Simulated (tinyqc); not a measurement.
Electron-beam lithography: double-Gaussian proximity function, edge placement and dose correction for parallel lines: one step, computed by the program tinyqc. Command: `OMP_NUM_THREADS=1 python tinyqc.py 3112526 3112527 out.jsonl proximity walk`. One thread of a shared host (Intel(R) Xeon(R) Processor @ 2.30GHz), about 0.01 s of CPU time with the checks.

Lines are infinitely long. Absorbed energy is counted so that the middle of a very large area written at dose 1 receives 1; the resist develops where it exceeds 1/2.

Question. Dose correction. Uncorrected edge energies are M 1. Solve M d = 1/2 for the doses d that put the mean edge energy of every line at the threshold.

M, rows 1, 2, 3, 4:
```
[[0.3674807, 0.1209737, 0.0003693, 0.0000985],
 [0.0131045, 0.4928910, 0.0034873, 0.0029856],
 [0.0014390, 0.1362936, 0.3460265, 0.0062404],
 [0.0003341, 0.0773769, 0.0054760, 0.3488340]]
```

Give: edge energies at dose 1; corrected doses; largest over smallest dose.

Answer.

edge energies at dose 1: 1 0.48892, 2 0.51247, 3 0.49000, 4 0.43202

corrected doses: 1 1.0392, 2 0.9722, 3 1.0361, 4 1.2004

largest over smallest dose = 1.2348
